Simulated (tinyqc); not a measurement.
# Planar ballistic transistor, top-of-the-barrier model: what changes with what

At the top of the source barrier, states moving towards the drain are filled by the source (Fermi level 0) and states moving back by the drain (Fermi level -q Vd); nothing scatters. U is the shift of the band edge there, set by the capacitances CG, CD and CS (the total) and by the charge. Parabolic two-dimensional band; the source is grounded.

Inputs (values chosen for the exercise); mass and valleys close to those of silicon (two valleys): temperature T = 77 K; effective mass m = 0.189 m0; valley degeneracy gv = 2; relative permittivity of the gate insulator eox = 22; insulator thickness tox = 2 nm; gate control CG/CS aG = 0.96; drain control CD/CS aD = 0.026; band edge at the barrier top above the source Fermi level at zero bias E0 = 0.3 eV; drain voltage Vd = 0.7 V.

Constants: q = 1.602176634e-19 C, kB = 1.380649e-23 J/K, hbar = 1.054571817e-34 J s, m0 = 9.1093837015e-31 kg, Vt = kB T/q, eps0 = 8.8541878128e-14 F/cm where lengths are in cm. Results are converted to the units shown.

Each table varies one quantity; the others keep the values above.

## Effect of the insulator thickness

N0 = gv m kB T/(pi hbar^2), CG = eps0 eox/tox, vT = sqrt(2 kB T/(pi m)), CS = CG/aG, n0 = n at U = 0 and Vd = 0. eta1 = -(E0 + U)/Vt, eta2 = eta1 - Vd/Vt, n = (N0/2)[F_0(eta1) + F_0(eta2)], F_0(x) = ln(1 + exp x). U = UL + q (n - n0)/CS with UL = -(aG Vg + aD Vd), energies in eV. I = q (N0/2) vT [F_(1/2)(eta1) - F_(1/2)(eta2)] per width, F_(1/2)(x) = (2/sqrt(pi)) int_0^infinity u^(1/2)/(1 + exp(u - x)) du. CQ = (q/Vt) dn/d(eta1). E0 is held fixed.

In this table Vg = 0.7 V, Vd = 0.7 V.

Result of one run:
```
tox (nm)	eta1	n (cm^-2)	I (uA/um)	mean velocity I/(q n) (cm/s)	CQ/CS
0.5	44.832	2.3486e13	11890	3.1599e7	0.31170
```

What becomes of these results when the insulator thickness tox is changed from 0.5 to 5.4 nm, all else the same?

Result of the changed run:
```
tox (nm)	eta1	n (cm^-2)	I (uA/um)	mean velocity I/(q n) (cm/s)	CQ/CS
5.4	13.468	7.0555e12	1970.0	1.7427e7	3.3664
```

The whole series:
```
tox (nm)	eta1	n (cm^-2)	I (uA/um)	mean velocity I/(q n) (cm/s)	CQ/CS
0.5	44.832	2.3486e13	11890	3.1599e7	0.31170
0.74	40.242	2.1081e13	10113	2.9942e7	0.46132
1.1	34.884	1.8275e13	8164.6	2.7885e7	0.68574
1.6	29.441	1.5423e13	6332.7	2.5628e7	0.99745
2.4	23.559	1.2342e13	4536.7	2.2943e7	1.4962
3.6	18.126	9.4958e12	3066.5	2.0156e7	2.2443
5.4	13.468	7.0555e12	1970.0	1.7427e7	3.3664
8	9.8219	5.1454e12	1234.3	1.4972e7	4.9870
```

As tox goes from 0.5 to 8 nm, n falls from 2.35e13 to 5.15e12 cm^-2, the mean velocity falls from 3.16e7 to 1.50e7 cm/s and the current falls from 11900 to 1230 uA/um. CQ/CS goes from 0.31 to 5.0. Over the range the current goes as tox^(-0.82) on average. For tox = 0.5 to 0.74 nm the insulator is under 1 nm thick, where gate tunnelling would matter.

## Transfer curve

Same model as above.

CQ = (q/Vt) dn/d(eta1).

Transfer curve:
```
Vg (V)	eta1	n (cm^-2)	I (uA/um)	mean velocity I/(q n) (cm/s)	CQ/CS
0	-42.47	1.883e-7	1.892e-17	6.270e6	4.482e-19
0.11	-26.55	1.537	1.544e-10	6.270e6	3.658e-12
0.22	-10.64	1.254e7	0.001260	6.270e6	2.985e-5
0.34	2.964	1.579e12	232.6	9.195e6	1.186
0.45	10.07	5.278e12	1281	1.515e7	1.247
0.56	17.16	8.989e12	2825	1.962e7	1.247
0.67	24.24	1.270e13	4735	2.327e7	1.247
0.79	31.97	1.675e13	7164	2.670e7	1.247
0.9	39.05	2.046e13	9669	2.950e7	1.247
```

Read the table: what changes, and by how much?

The current rises from 1.89e-17 to 9670 uA/um. Between the first two rows the swing is 15.9 mV a decade, against Vt ln 10/aG = 15.9. CQ/CS goes from 4.5e-19 to 1.2, so a volt on the gate moves the band edge by 0.96 eV in the first row and 0.43 eV in the last. The mean velocity rises from 6.27e6 to 2.95e7 cm/s.

## Effect of the effective mass

Same model as above.

CQ = (q/Vt) dn/d(eta1). E0 is held fixed.

In this table Vg = 0.7 V, Vd = 0.7 V.

Effect of the effective mass:
```
m (m0)	eta1	n (cm^-2)	I (uA/um)	mean velocity I/(q n) (cm/s)	CQ/CS
0.02	51.952	2.8800e12	4824.3	1.0455e8	0.13194
0.032	48.556	4.3068e12	5514.2	7.9914e7	0.21110
0.05	44.220	6.1285e12	5991.2	6.1016e7	0.32984
0.08	38.492	8.5354e12	6155.8	4.5014e7	0.52775
0.13	31.657	1.1407e13	5855.1	3.2037e7	0.85759
0.2	25.354	1.4055e13	5208.9	2.3131e7	1.3194
0.32	18.903	1.6766e13	4248.0	1.5814e7	2.1110
0.5	13.681	1.8960e13	3279.7	1.0797e7	3.2984
0.8	9.3677	2.0773e13	2368.3	7.1162e6	5.2770
```

Read the table: what changes, and by how much?

As m goes from 0.02 to 0.8 m0, n rises from 2.88e12 to 2.08e13 cm^-2, the mean velocity falls from 1.05e8 to 7.12e6 cm/s and the current goes from 4820 through a maximum of 6160 (at m = 0.08 m0 among the rows listed) to 2370 uA/um. CQ/CS goes from 0.13 to 5.3. A light mass gives fast carriers but too few states, a heavy one charge but slow carriers, hence the maximum between. For m = 0.02 to 0.032 m0 the source Fermi level lies over 0.3 eV above the band edge, where a light band is no longer parabolic.

tinyqc, about 0.01 s, one thread, Intel Xeon 2.30GHz (shared host): `OMP_NUM_THREADS=1 python tinyqc.py 2400028 2400029 out.jsonl`
